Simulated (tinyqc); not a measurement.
RHF in the 3-21g basis, for H2, spin multiplicity 1, step by step. One step of it, computed by the program tinyqc.

Task: Iteration 8 (converged): orbitals. Diagonalise F' = X^T F X, C = X C', fill 1 alpha and 1 beta electrons from the bottom; D = 2 C_occ C_occ^T. Each column has its largest component positive (the first on a tie).

converged F (hartree), lower triangle:
```
,1H 1s,1H 2s,2H 1s,2H 2s
1H 1s,0.050015
1H 2s,-0.528250,-0.359667
2H 1s,-0.562673,-0.541700,0.050015
2H 2s,-0.541700,-0.401340,-0.528250,-0.359667
```

X, lower triangle:
```
,1H 1s,1H 2s,2H 1s,2H 2s
1H 1s,1.282385
1H 2s,-0.487052,1.990176
2H 1s,-0.200206,0.078324,1.282385
2H 2s,0.078324,-1.051288,-0.487052,1.990176
```

Give: F' = X^T F X; orbital energies; coefficients C; D after iteration 8.

Result:

F' = X^T F X (hartree), lower triangle:
```
,1,2,3,4
1,0.7783
2,-0.6337,0.2999
3,-0.5593,-0.1134,0.7783
4,-0.1134,-0.2352,-0.6337,0.2999
```

orbital energies (hartree): MO1 -0.6092, MO2 0.2793, MO3 0.8929, MO4 1.5933

coefficients C:
```
,MO1,MO2,MO3,MO4
1H 1s,0.2979,0.1038,0.7618,-1.1172
1H 2s,0.2994,1.7536,-0.6593,1.3077
2H 1s,0.2979,-0.1038,0.7618,1.1172
2H 2s,0.2994,-1.7536,-0.6593,-1.3077
```

D after iteration 8, lower triangle:
```
,1H 1s,1H 2s,2H 1s,2H 2s
1H 1s,0.1775
1H 2s,0.1784,0.1793
2H 1s,0.1775,0.1784,0.1775
2H 2s,0.1784,0.1793,0.1784,0.1793
```
